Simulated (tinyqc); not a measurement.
From results back to parameters: two-dimensional electron gas with Rashba and Dresselhaus coupling. Five cases, with inputs chosen for the exercise.

Problem. For pure Rashba coupling above the band crossing, k_outer - k_inner = al m/c with c = hbar^2/2m0, and each branch holds k^2/(4 pi) electrons per area. Beating of Shubnikov-de Haas oscillations gives the two densities; those below come from a hidden al (1e11/cm^2 = 1e-5/angstrom^2).

Constants: hbar^2/2m0 = 3.80998211 eV angstrom^2.

Find: k_outer, k_inner; al.

Method. k = sqrt(4 pi n) for each branch, and al = c (k_outer - k_inner)/m.

Case 1.

Values chosen (out of a larger set: of the size met in GaAs; not measured data): m = 0.0624 m0 (mass).

densities (1e11/cm^2): outer 4.035064, inner 3.964936

Solution.

k_outer, k_inner (1/angstrom): 0.02252  0.02232

al = 0.0120 eV angstrom

Case 2.

Values chosen (out of a larger set: of the size met in GaN; not measured data): m = 0.203 m0 (mass).

densities (1e11/cm^2): outer 4.882449, inner 4.817551

Solution.

k_outer, k_inner (1/angstrom): 0.02477  0.02460

al = 0.00310 eV angstrom

Case 3.

Values chosen (out of a larger set: of the size met in InSb; not measured data): m = 0.0151 m0 (mass).

densities (1e11/cm^2): outer 8.912184, inner 8.087816

Solution.

k_outer, k_inner (1/angstrom): 0.03347  0.03188

al = 0.400 eV angstrom

Case 4.

Values chosen (out of a larger set: of the size met in GaAs; not measured data): m = 0.068 m0 (mass).

densities (1e11/cm^2): outer 8.606760, inner 8.393240

Solution.

k_outer, k_inner (1/angstrom): 0.03289  0.03248

al = 0.0230 eV angstrom

Case 5.

Values chosen (out of a larger set: of the size met in InSb; not measured data): m = 0.013 m0 (mass).

densities (1e11/cm^2): outer 3.587252, inner 3.012748

Solution.

k_outer, k_inner (1/angstrom): 0.02123  0.01946

al = 0.520 eV angstrom

Computed by tinyqc, one run a case: `OMP_NUM_THREADS=1 python tinyqc.py N N+1 out.jsonl` with N = 1481854, 1481875, 1481882, 1481884, 1481886; one thread of a shared Intel(R) Xeon(R) Processor @ 2.30GHz, about 0.01 s a run at most.
